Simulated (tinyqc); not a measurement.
Physical sputtering: collision-cascade yield, angular dependence, faceting and resputtering in deposition: one step, computed by the program tinyqc.

Ions start collision cascades; atoms that reach the surface with more than U leave. The target is amorphous or fine-grained.

Problem. Yield at normal incidence. gamma = 4 M1 M2/(M1 + M2)^2; threshold E_th = 6.7 U/gamma for M1 >= M2, else U (1 + 5.7 M1/M2)/gamma. eps = 0.03255 M2 E/(Z1 Z2 (M1 + M2) z), z = (Z1^(2/3) + Z2^(2/3))^(1/2), E in eV; s_n = 3.441 sqrt(eps) ln(eps + 2.718)/(1 + 6.355 sqrt(eps) + eps (6.882 sqrt(eps) - 1.708)); S_n = 84.78 Z1 Z2 M1 s_n/((M1 + M2) z) in eV angstrom^2; alpha = 0.249 (M2/M1)^0.56 + 0.0035 (M2/M1)^1.5 for M1 <= M2, else 0.0875 (M2/M1)^(-0.15) + 0.165 M2/M1; Y0 = 0.042 Q alpha S_n/U [1 - sqrt(E_th/E)]^2.5 (the electronic-loss factor of the full formula is dropped). Erosion rate = Y0 J/(e N); 1 cm^2 = 1e14 nm^2.

Inputs (values chosen for the exercise, modelled on neon ions on copper): ion Z1 = 10; ion mass M1 = 20.2 u; target Z2 = 29; target mass M2 = 63.55 u; surface binding energy U = 3.49 eV; target density N = 84.9 1/nm^3; fit factor Q = 0.99; ion energy E = 160 eV; current density J = 3.9 mA/cm^2.

Constants: e = 1.602176634e-19 C.

Give: energy transfer factor gamma; threshold E_th; reduced energy eps; nuclear stopping S_n; alpha; yield Y0; erosion rate.

Solution.

energy transfer factor gamma = 0.7321

threshold E_th = 13.40 eV

reduced energy eps = 0.003632

nuclear stopping S_n = 238.1 eV angstrom^2

alpha = 0.4926

yield Y0 = 0.5946 atoms per ion

erosion rate = 102.3 nm/min

The threshold factor is 0.426; the energy cost is 269 eV per removed atom, 77.1 times U.
